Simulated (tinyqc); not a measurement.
# Absorption edge of a degenerate semiconductor, band filling against gap narrowing: two studies

n-type, parabolic bands, full ionisation. eta = (EF - Ec)/kB T solves N = Nc F12(eta), F12(x) = (2/sqrt(pi)) int_0^infinity sqrt(u)/(1 + exp(u - x)) du. The gap shrinks rigidly by dEg = a3 y^(1/3) + a4 y^(1/4) + a2 y^(1/2), y = N/1e18 cm^-3, an empirical law that is here taken as the true narrowing.

Inputs (values chosen for the exercise); band and dielectric values those of a made-up semiconductor: temperature T = 300 K; band gap Eg = 0.394 eV; conduction-band density of states at 300 K, from me Nc = 9.51e16 cm^-3; electron mass me = 0.0243 m0; hole mass mh = 0.45 m0; coefficient of (N/1e18)^(1/3) a3 = 9.6 meV; coefficient of (N/1e18)^(1/4) a4 = 4.2 meV; coefficient of (N/1e18)^(1/2) a2 = 2.7 meV.

Constants: q = 1.602176634e-19 C, kB = 1.380649e-23 J/K, Vt = kB T/q. Results are converted to the units shown.

Each table varies one quantity; the others keep the values above.

## The optical edge against doping

Vertical transitions need an empty final state: the edge is taken where the state lies 4 kB T below EF, E_opt = Eg - dEg + (1 + me/mh) max(eta - 4, 0) kB T; wavelength h c/(q E_opt).

Results:

| N (cm^-3) | eta | dEg (meV) | filling shift (meV) | E_opt (eV) |
|---|---|---|---|---|
| 2.6e16 | -1.2005 | 4.9659 | 0 | 0.38903 |
| 5e16 | -0.45837 | 6.1265 | 0 | 0.38787 |
| 9.6e16 | 0.36142 | 7.5701 | 0 | 0.38643 |
| 1.8e17 | 1.2904 | 9.3016 | 0 | 0.38470 |
| 3.5e17 | 2.5438 | 11.593 | 0 | 0.38241 |
| 6.6e17 | 4.1934 | 14.337 | 5.2704 | 0.38493 |
| 1.3e18 | 6.7884 | 18.041 | 75.979 | 0.45194 |
| 4.6e18 | 15.998 | 27.908 | 326.93 | 0.69303 |
| 8.7e18 | 24.513 | 34.921 | 558.93 | 0.91800 |

Estimate the missing row, N = 2.4e18 cm^-3.

Computed row:

| N (cm^-3) | eta | dEg (meV) | filling shift (meV) | E_opt (eV) |
|---|---|---|---|---|
| 2.4e18 | 10.322 | 22.264 | 172.25 | 0.54399 |

With this row back in the table: E_opt goes from 0.389 through a minimum of 0.382 (at N = 3.5e17 cm^-3 among the rows listed) to 0.918 eV, against Eg = 0.394 eV; the filling shift is 0 while eta is below 4. At the end narrowing grows as N^(0.35) and EF - Ec as N^(0.67). Filling therefore wins at high density. For N = 2.4e18, 4.6e18, 8.7e18 EF lies more than 0.2 eV in the band, where non-parabolicity lowers it markedly.

## Approximations to the Fermi level

With u = N/Nc: Boltzmann ln u; Joyce-Dixon ln u + 0.353553 u - 4.95009e-3 u^2 + 1.48386e-4 u^3 - 4.42563e-6 u^4; degenerate limit (3 sqrt(pi) u/4)^(2/3). The Einstein ratio is D/(mu Vt) = F12/Fm, Fm(x) = dF12/dx = (1/sqrt(pi)) int_0^infinity u^(-1/2)/(1 + exp(u - x)) du.

Approximations to the Fermi level:

| N (cm^-3) | N/Nc | eta | Boltzmann | Joyce-Dixon | degenerate | D/(mu Vt) |
|---|---|---|---|---|---|---|
| 4e15 | 0.04206 | -3.154 | -3.169 | -3.154 | 0.1462 | 1.015 |
| 9.2e15 | 0.09674 | -2.302 | -2.336 | -2.302 | 0.2548 | 1.034 |
| 2.1e16 | 0.2208 | -1.433 | -1.510 | -1.433 | 0.4417 | 1.078 |
| 4.8e16 | 0.5047 | -0.5065 | -0.6837 | -0.5065 | 0.7664 | 1.176 |
| 1.1e17 | 1.157 | 0.5481 | 0.1456 | 0.5481 | 1.332 | 1.396 |
| 2.5e17 | 2.629 | 1.864 | 0.9665 | 1.864 | 2.303 | 1.868 |
| 5.8e17 | 6.099 | 3.809 | 1.808 | 3.808 | 4.036 | 2.868 |
| 1.3e18 | 13.67 | 6.788 | 2.615 | 6.748 | 6.912 | 4.697 |
| 3e18 | 31.55 | 12.00 | 3.451 | 9.954 | 12.07 | 8.094 |

Boltzmann is within 0.1 of eta up to N/Nc = 0.22, Joyce-Dixon within 0.01 up to 6.1, and the degenerate limit is off by 0.069 in the last row. The Einstein ratio rises from 1.01 to 8.09: degenerate carriers diffuse faster for the same mobility.

Range of the model: Band tails, non-parabolic bands and incomplete ionisation are left out.

Computed by the program tinyqc: `OMP_NUM_THREADS=1 python tinyqc.py 2330129 2330130 out.jsonl`, one thread of a shared Intel Xeon 2.30GHz, about 0.01 s for the whole run.
